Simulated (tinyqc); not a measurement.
Quantum-confined Stark effect in a modulator well: one step. Estimate for hard walls. Five cases, with inputs chosen for the exercise.

Problem. Second order: each level moves by -C m (e F)^2 L^4/(2c), C = (15/pi^2 - 1)/(24 pi^2), c = hbar^2/2m0, 1 kV/cm = 1e-5 eV/angstrom. It holds while e F L is no more than about twice 3 c pi^2/(m L^2).

Constants: hbar^2/2m0 = 3.80998211 eV angstrom^2.

Give: Estimate.

Case 1.

Values chosen (near those of a GaAs well in AlGaAs; shifted at random, so the results belong to these values and not to a real crystal): L = 62 angstrom (well width); me = 0.0644 m0 (electron, well); mh = 0.333 m0 (heavy hole along z, well); F = 84 kV/cm (field).

Solution.

Estimate:
```
carrier     shift (meV)  e F L over the level spacing
electron          -0.19                          0.11
heavy hole        -1.00                          0.59
```

The hole, 5.2 times heavier, carries 84 % of the estimated shift; for hard walls second order errs by about 2 % at a ratio of 1 and 13 % at 3.

Case 2.

Values chosen (near those of an InGaAs well in InAlAs; shifted at random, so the results belong to these values and not to a real crystal): L = 142 angstrom (well width); me = 0.0432 m0 (electron, well); mh = 0.353 m0 (heavy hole along z, well); F = 98 kV/cm (field).

Solution.

Estimate:
```
carrier     shift (meV)  e F L over the level spacing
electron          -4.86                          1.07
heavy hole       -39.70                          8.78
```

The hole, 8.2 times heavier, carries 89 % of the estimated shift; for it the ratio exceeds 3, so second order overstates its shift, by 13 % at a ratio of 3 and 60 % at 8.

Case 3.

Values chosen (near those of a GaAs well in AlGaAs; shifted at random, so the results belong to these values and not to a real crystal): L = 116 angstrom (well width); me = 0.0667 m0 (electron, well); mh = 0.363 m0 (heavy hole along z, well); F = 59 kV/cm (field).

Solution.

Estimate:
```
carrier     shift (meV)  e F L over the level spacing
electron          -1.21                          0.54
heavy hole        -6.59                          2.96
```

The hole, 5.4 times heavier, carries 84 % of the estimated shift; for hard walls second order errs by about 2 % at a ratio of 1 and 13 % at 3.

Case 4.

Values chosen (near those of a Ge well in SiGe, direct gap; shifted at random, so the results belong to these values and not to a real crystal): L = 60 angstrom (well width); me = 0.0431 m0 (electron, well); mh = 0.206 m0 (heavy hole along z, well); F = 41 kV/cm (field).

Solution.

Estimate:
```
carrier     shift (meV)  e F L over the level spacing
electron          -0.03                          0.03
heavy hole        -0.13                          0.16
```

The hole, 4.8 times heavier, carries 83 % of the estimated shift.

Case 5.

Values chosen (near those of an InGaAs well in InAlAs; shifted at random, so the results belong to these values and not to a real crystal): L = 88 angstrom (well width); me = 0.0429 m0 (electron, well); mh = 0.352 m0 (heavy hole along z, well); F = 157 kV/cm (field).

Solution.

Estimate:
```
carrier     shift (meV)  e F L over the level spacing
electron          -1.83                          0.41
heavy hole       -14.99                          3.34
```

The hole, 8.2 times heavier, carries 89 % of the estimated shift; for it the ratio exceeds 3, so second order overstates its shift, by 13 % at a ratio of 3 and 60 % at 8.

Computed by tinyqc, one run a case: `OMP_NUM_THREADS=1 python tinyqc.py N N+1 out.jsonl` with N = 1280337, 1280374, 1280399, 1280587, 1280696; one thread of a shared Intel(R) Xeon(R) Processor @ 2.30GHz, about 0.3 s a run at most.
